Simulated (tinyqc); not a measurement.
Inside a calculation. Model: a square-lattice strip 3 sites wide, recursive Green functions.

Program tinyqc, `OMP_NUM_THREADS=1 python tinyqc.py 2660028 2660029 out.jsonl`; Intel Xeon 2.30GHz, shared host, one thread, about 0.01 s. Printed values are rounded.

The device has N = 3 slices of 3 site(s), nearest-neighbour hopping -t, and site energies U; the leads are semi-infinite continuations with site energy 0. V = <i+1|H|i> = -t 1.

Parameters, values chosen for the exercise:

| symbol | value | unit | meaning |
|---|---|---|---|
| t | 1.8 | eV | hopping (matrix element -t) |
| U | [0.18, 0.08, 0.21, -0.27, 0.28, 0.34, -0.26, 0.14, 0.15] | eV | site energies, slice by slice (3 a slice) |
| E | 0.57 | eV | energy |

## Self-energy of the leads

Transverse modes n = 1..3: chi_n(j) = sqrt(2/4) sin(pi n j/4), energy e_n = -2 t cos(pi n/4). Sigma = t^2 sum_n chi_n chi_n^T g(E - e_n), g(x) = (x - i sqrt(4 t^2 - x^2))/(2 t^2) for |x| < 2 t and (x - sign(x) sqrt(x^2 - 4 t^2))/(2 t^2) otherwise; Gamma = i (Sigma - Sigma^dagger); both leads give the same.

Sigma (eV):
```
,1,2,3
1,0.285000-1.490290i,0.900000+0.213166i,0.000000+0.287005i
2,0.900000+0.213166i,0.285000-1.203285i,0.900000+0.213166i
3,0.000000+0.287005i,0.900000+0.213166i,0.285000-1.490290i
```

Gamma (eV):
```
,1,2,3
1,2.980579,-0.426333,-0.574009
2,-0.426333,2.406570,-0.426333
3,-0.574009,-0.426333,2.980579
```

open modes = 3

## Slice 1

Forward pass: g_1 = (E - H_1 - Sigma)^(-1), g_i = (E - H_i - V g_(i-1) V^dagger)^(-1), with Sigma also subtracted on the last slice; G_(i,1) = g_i V G_(i-1,1), starting from g_1. H_i is the block of slice i: its site energies on the diagonal and -t between neighbouring rows.

g_1 (1/eV):
```
,1,2,3
1,0.0545098-0.4690600i,0.2893687+0.0403162i,0.0229439+0.0913408i
2,0.2893687+0.0403162i,0.1082936-0.3656529i,0.2902537+0.0354691i
3,0.0229439+0.0913408i,0.2902537+0.0354691i,0.0482005-0.4706337i
```

## Slice 2

As before.

g_2 (1/eV):
```
,1,2,3
1,0.1681800-0.4115975i,0.2707184+0.0648261i,-0.0069106+0.0690762i
2,0.2707184+0.0648261i,0.0020462-0.4261897i,0.2969370-0.0172054i
3,-0.0069106+0.0690762i,0.2969370-0.0172054i,0.0570155-0.4732068i
```

G_(2,1) (1/eV):
```
,1,2,3
1,0.2063531+0.1272528i,-0.2048852+0.3320771i,-0.2698354-0.0736525i
2,-0.1283815+0.3959375i,-0.0124295+0.0210432i,-0.0399882+0.4283882i
3,-0.2937121-0.0150302i,-0.0979448+0.4069026i,0.2513332+0.0776707i
```

## Slice 3

As before.

g_3 (1/eV):
```
,1,2,3
1,0.0020946-0.3759945i,0.0056206-0.0653647i,0.0009862-0.0670430i
2,0.0056206-0.0653647i,0.0216803-0.3982769i,-0.0061424-0.0320825i
3,0.0009862-0.0670430i,-0.0061424-0.0320825i,-0.0059655-0.3435104i
```

G_(3,1) (1/eV):
```
,1,2,3
1,-0.1298520+0.0846496i,-0.2752542-0.1541337i,-0.0089527-0.1611908i
2,-0.2982762-0.1016240i,-0.0761799-0.0383550i,-0.2958612-0.0610150i
3,-0.0338674-0.1601290i,-0.2937103-0.0819915i,-0.0611402+0.1262329i
```

## Transmission and its channels

T(E) = Tr[Gamma G_(N,1) Gamma G_(N,1)^dagger]. The non-zero eigenvalues T_n of the matrix under the trace are the channel transmissions; Fano factor sum T_n (1 - T_n)/sum T_n.

T(E) = 2.962904
T_n: [0.9981207, 0.9963760, 0.9684076]
Fano factor = 0.01217756

With 3 open mode(s) in the leads T(E) cannot exceed 3. Inverting the whole matrix gives the same value.
